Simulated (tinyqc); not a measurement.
Position of the support ring: thermal and gravitational stress in a wafer during furnace and rapid thermal processing, and the onset of slip. Computed by tinyqc, a small Python program. Command: `OMP_NUM_THREADS=1 python tinyqc.py 3005428 3005429 out.jsonl slip walk`. One thread of a shared host (Intel(R) Xeon(R) Processor @ 2.30GHz), about 0.01 s of CPU time with the checks.

A thin free disc in plane stress, isotropic; T(r) = T_centre + dT (r/R)^n with n = 2. Stress is positive in tension; sigma_SB = 5.670374419e-8 W/(m^2 K^4), g = 9.80665 m/s^2.

Inputs (values chosen for the exercise, modelled on silicon): wafer radius R = 100 mm; thickness t = 725 micrometre; Poisson ratio nu = 0.28; density rho = 2330 kg/m^3.

Method. Own weight q = rho g t on a ring of radius b R, x = r/R: moments of an edge-supported plate, M_r = q R^2 (3 + nu)(1 - x^2)/16 and M_t = q R^2 [(3 + nu) - (1 + 3 nu) x^2]/16, less the uniform moment inside the ring load, q R^2 [(1 - nu)(1 - b^2) - 2 (1 + nu) ln b]/8; stress at the lower face = 6 M/t^2.

Stress at the lower face (MPa):
```
b       centre  radial at ring  hoop at ring  largest in size
0.40  -0.30977        -0.37179      -0.34456          0.37179
0.50  -0.15942        -0.25634      -0.21379          0.25634
0.60  -0.03038        -0.16993      -0.10866          0.16993
0.65   0.02869        -0.13509      -0.06318          0.13509
0.70   0.08503        -0.10492      -0.02153          0.10492
0.75   0.13911        -0.07894       0.01679          0.13911
0.80   0.19136        -0.05674       0.05218          0.19136
0.90   0.29156        -0.02244       0.11542          0.29156
1.00   0.38765         0.00000       0.17019          0.38765
```

Among these rows the largest stress is least, 0.105 MPa, for a ring at 0.7 R, 3.7 times below edge support: the overhang balances the sag of the centre. All values scale as R^2/t.

Extremes, crossings and ranges named in words are read from the listed rows.
